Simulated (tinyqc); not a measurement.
From results to parameters: two-site tight-binding chain. Computed by the program tinyqc.

Problem. A two-site chain has site energies +delta (A) and -delta (B) and hoppings t1 > t2 > 0, so E = +/- sqrt(delta^2 + |t1 + t2 exp(-ika)|^2). Find delta, t1 and t2.

upper band at k = 0 = 2.668108 eV
upper band at the zone edge = 1.549839 eV
weight of the upper band on site A at the zone edge = 0.977469

Solution. The weight on A is (1 + delta/E)/2, which gives delta; then t1 + t2 = sqrt(E(0)^2 - delta^2) and t1 - t2 = sqrt(E(edge)^2 - delta^2).

delta, t1, t2 (eV): 1.4800  1.3400  0.8800
